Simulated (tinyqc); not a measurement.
Static response in three, two and one dimensions: static screening by free carriers.

Lindhard at zero temperature: eps(q)/eps = 1 + (qTF/q)^2 L(x), x = q/(2 kF), L(x) = 1/2 + ((1 - x^2)/(4x)) ln|(1 + x)/(1 - x)|.

kF = 1.19683 1/angstrom
qTF = 1.69696 1/angstrom

x = q/(2 kF). Response over its long-wave value: L3 as above; L2 = 1 for x <= 1 and 1 - sqrt(1 - 1/x^2) beyond; L1 = ln|(1 + x)/(1 - x)|/(2x).

Response:

| x | L3 | L2 | L1 | eps(q)/eps, Lindhard 3D | Thomas-Fermi |
|---|---|---|---|---|---|
| 0.101 | 0.997 | 1.000 | 1.003 | 50.10 | 50.27 |
| 0.304 | 0.969 | 1.000 | 1.033 | 6.268 | 6.438 |
| 0.506 | 0.910 | 1.000 | 1.101 | 2.786 | 2.963 |
| 0.708 | 0.811 | 1.000 | 1.247 | 1.813 | 2.003 |
| 0.911 | 0.643 | 1.000 | 1.683 | 1.389 | 1.606 |
| 0.992 | 0.522 | 1.000 | 2.781 | 1.267 | 1.511 |
| 1.032 | 0.435 | 0.753 | 2.011 | 1.205 | 1.472 |
| 1.316 | 0.223 | 0.350 | 0.757 | 1.065 | 1.290 |
| 1.619 | 0.139 | 0.214 | 0.445 | 1.027 | 1.192 |
| 2.227 | 0.070 | 0.106 | 0.217 | 1.007 | 1.101 |

Give the missing row, x = 1.113.

Computed row:
```
x         L3     L2     L1  eps(q)/eps, Lindhard 3D  Thomas-Fermi
1.113  0.343  0.561  1.316                    1.139         1.406
```

Next to x = 1 the table has L3 = 0.522 and 0.435, L2 = 1.000 and 0.753, L1 = 2.781 and 2.011: an infinite slope in 3D, a kink in 2D and a logarithmic peak in 1D, where the whole Fermi surface is joined by 2 kF. These features give Friedel oscillations of period pi/kF = 2.62 angstrom at zero temperature; they wash out once kT nears EF, so this table, for T = 0, describes the gas only where EF is well above kT. Thomas-Fermi overstates eps(q) by 6.4 % at x = 0.506 and by 16.1 % at x = 1.619.

Computed by tinyqc, a small Python program: `OMP_NUM_THREADS=1 python tinyqc.py 1650301 1650302 out.jsonl` (the numbers bound the seed that draws the inputs); one thread of a shared host (Intel(R) Xeon(R) Processor @ 2.30GHz), about 0.01 s for the whole set of steps.
